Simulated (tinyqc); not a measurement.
Worked calculation: alloy A(1-x)B(x) by interpolation with bowing. Values are carried at full precision from step to step, so a last printed digit may differ when a step is redone from the rounded ones.

Each gap follows E(x) = (1 - x) E_A + x E_B - C x (1 - x); the lattice constant follows Vegard, a(x) = (1 - x) a_A + x a_B.

Constants: hc = 1239.841984 eV nm; kB = 8.617333262e-05 eV/K.

Parameters, chosen for this exercise (A near Ge, B near Si; shifted at random, so the results belong to these values and not to a real crystal): a = (5.661, 5.424) angstrom (lattice constant of A, B); x = 0.6 (fraction of B); Eg = (0.905, 4.174) eV (gap at Gamma to the s-like level of A, B); EgX = (0.938, 1.16) eV (gap to the lowest valley along Gamma-X of A, B); EgL = (0.748, 2.118) eV (gap to L of A, B); C = (0.173, 0.227, 0) eV (bowing of the Gamma, X and L gaps); Dso = (0.286, 0.044) eV (spin-orbit splitting of A, B); Ep = (26.7, 21.5) eV (Kane energy of A, B); me = (0.0377, 0.2006) m0 (electron mass at Gamma of A, B); Cs = 0 eV (bowing of Dso); md = (0.1269, 1, 0.45) m0 (density-of-states masses of Gamma, all X and all L valleys); T = 300 K (temperature).

## Gaps and lattice constant at x

Also give the wavelength hc/E of the lowest gap.

a(x) = 5.5188 angstrom

linear parts (eV): Gamma 2.8664, X 1.0712, L 1.5700

bowing terms C x (1 - x) (eV): Gamma 0.0415, X 0.0545, L 0.0000

gaps (eV): Gamma 2.8249, X 1.0167, L 1.5700

wavelength of the lowest gap = 1219.5 nm

The lowest valley is X, so the gap is indirect; the next, L, lies 553 meV higher.

## Where the valleys cross

The difference of two gaps is a quadratic q2 x^2 + q1 x + q0 with q2 = C_i - C_j, q1 = (E_B - E_A - C)_i - (E_B - E_A - C)_j, q0 = E_A,i - E_A,j; give its roots between 0 and 1 (a dash: none).

Crossings:
```
pair         q2      q1      q0  first root  second root
Gamma-X  -0.054   3.101  -0.033      0.0106            -
Gamma-L   0.173   1.726   0.157           -            -
X-L       0.227  -1.375   0.190      0.1415            -
```

The lowest valley changes at x = 0.141 (L to X, gap 0.942 eV). The other crossings lie above the lowest valley.

## Electron mass of the alloy

Mass at Gamma from the Kane formula 1/m = F + Ep (Eg + 2 Dso/3)/(Eg (Eg + Dso)). F is fixed by the masses of A and B and interpolated linearly, as is Ep; Eg and Dso carry their bowing.

Compare with the linear interpolation of the masses.

F of A, B: -0.6160  -0.1480

Ep, Eg, Dso at x (eV): 23.5800  2.8249  0.1408

m(x) from the Kane formula = 0.1269 m0
m(x) linear = 0.1354 m0

The Kane value lies 6.3 % below the linear one. The Gamma valley is not the lowest at this x.

## Shares of the electrons in the valleys

Non-degenerate: n_i proportional to md_i^(3/2) exp(-E_i/kT).

md^(3/2): Gamma 0.0452, X 1.0000, L 0.3019

(E - E_min)/kT: Gamma 69.94, X 0.00, L 21.40

shares: Gamma 0.000, X 1.000, L 0.000

X holds most electrons (100.0 %).

## Checks

- The Gamma and X gaps at their crossing x = 0.0106 (eV): both 0.9380.
- The X and L gaps at their crossing x = 0.1415 (eV): both 0.9418.

(tinyqc, `OMP_NUM_THREADS=1 python tinyqc.py 1050016 1050017 out.jsonl`, Intel(R) Xeon(R) Processor @ 2.30GHz, 1 thread, shared host, about 0.01 s.)
